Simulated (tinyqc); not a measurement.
Worked calculation: sp3 tight binding, zinc-blende lattice. One step of it, computed by the program tinyqc.

Task: Bloch Hamiltonian at k. Slater-Koster rules over the four bonds with direction cosines (l, m, n): ss V_ss; s-px l V_sp; px-s -l V_sp; px-px l^2 V_pps + (1 - l^2) V_ppp; px-py l m (V_pps - V_ppp); each times exp(i k.d).

Parameters chosen for this model: zinc-blende lattice, anion at 0, cation at a/4 (1,1,1); V = eta hbar^2 / (m d^2), hbar^2/m = 7.619964 eV angstrom^2:
```
parameter          value      unit
a               6.030000  angstrom
d               2.611067  angstrom
Es anion      -14.430000        eV
Ep anion       -5.810000        eV
Es cation     -14.430000        eV
Ep cation      -5.810000        eV
eta ss         -1.460000
eta sp          1.820000
eta pp sigma    2.270000
eta pp pi      -0.630000
V ss           -1.631811        eV
V sp            2.034175        eV
V pp sigma      2.537131        eV
V pp pi        -0.704138        eV
```

k point k (2 pi / a): 0.780000  -0.650000  -0.440000

Give: H(k) at k.

Result:

H(k) at k (eV), lower triangle (Hermitian):
```
                  a s            a px             a py             a pz
a s          -14.4300
a px           0.0000         -5.8100
a py           0.0000          0.0000          -5.8100
a pz           0.0000          0.0000           0.0000          -5.8100
c s   -0.8901-3.3378i  0.8649+1.7795i  -1.4721-1.0454i  -2.9038-0.5300i
c px  -0.8649-1.7795i  0.2053+0.7697i   2.6714+0.4876i   1.3543+0.9618i
c py   1.4721+1.0454i  2.6714+0.4876i   0.2053+0.7697i  -0.7956-1.6370i
c pz   2.9038+0.5300i  1.3543+0.9618i  -0.7956-1.6370i   0.2053+0.7697i

           c s     c px     c py     c pz
c s   -14.4300
c px    0.0000  -5.8100
c py    0.0000   0.0000  -5.8100
c pz    0.0000   0.0000   0.0000  -5.8100
```
